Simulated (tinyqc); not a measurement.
Quantum point contact as a saddle point: two steps of the calculation.

Potential V0 - m wx^2 x^2/2 + m wy^2 y^2/2; energies are counted from V0. Mode n = 0, 1, ... transmits T_n(E) = 1/(1 + exp(-2 pi (E - E_n)/wx)), E_n = wy (n + 1/2); each mode carries 2 q^2/h.

Parameters, values chosen for the exercise: temperature T = 1 K; transverse quantum hbar wy wy = 5.7 meV; curvature of the barrier hbar wx wx = 2.9 meV; Fermi level above the saddle point mu = 7.46 meV; points of the energy grid nE = 15; half-range of the grid in kB T xm = 7.

Constants: q = 1.602176634e-19 C, kB = 1.380649e-23 J/K, h = 6.62607015e-34 J s, Vt = kB T/q. Results are converted to the units shown.

Task 1. Transmissions at the Fermi level. At zero temperature g = G/(2 q^2/h) = sum T_n(mu); Fano factor sum T_n (1 - T_n)/sum T_n. Modes beyond those listed are in the sums but add less than 1e-4 to g.

Wanted: E_n; T_n; g; G; Fano factor.

Result 1.

```
mode,E_n (meV),T_n
0,2.850,0.99995
1,8.550,0.08615
2,14.250,0.00000
```

g = 1.0861
G = 84.152 uS
Fano factor = 0.07253

Task 2. Thermal average on a coarse grid. g(T) = int g(E) (-df/dE) dE = int g(mu + x kB T) dx/(4 cosh^2(x/2)), g(E) the zero-temperature value at E, g = G/(2 q^2/h). Simpson's rule on nE equally spaced x from -xm to xm.

Give: x; E; g(E); weight; integral of the weight; g(T); g(T) divided by the integral of the weight.

Result 2.

```
point,x,E (meV),g(E),weight
0,-7.000,6.857,1.025,0.0009
1,-6.000,6.943,1.030,0.0025
2,-5.000,7.029,1.036,0.0066
3,-4.000,7.115,1.043,0.0177
4,-3.000,7.201,1.051,0.0452
5,-2.000,7.288,1.061,0.1050
6,-1.000,7.374,1.072,0.1966
7,0.000,7.460,1.086,0.2500
8,1.000,7.546,1.102,0.1966
9,2.000,7.632,1.120,0.1050
10,3.000,7.719,1.142,0.0452
11,4.000,7.805,1.166,0.0177
12,5.000,7.891,1.193,0.0066
13,6.000,7.977,1.224,0.0025
14,7.000,8.063,1.258,0.0009
```

integral of the weight = 0.9988
g(T) = 1.088
g(T) divided by the integral of the weight = 1.090

Program tinyqc, `OMP_NUM_THREADS=1 python tinyqc.py 2740135 2740136 out.jsonl`; Intel Xeon 2.30GHz, shared host, one thread, about 0.06 s.
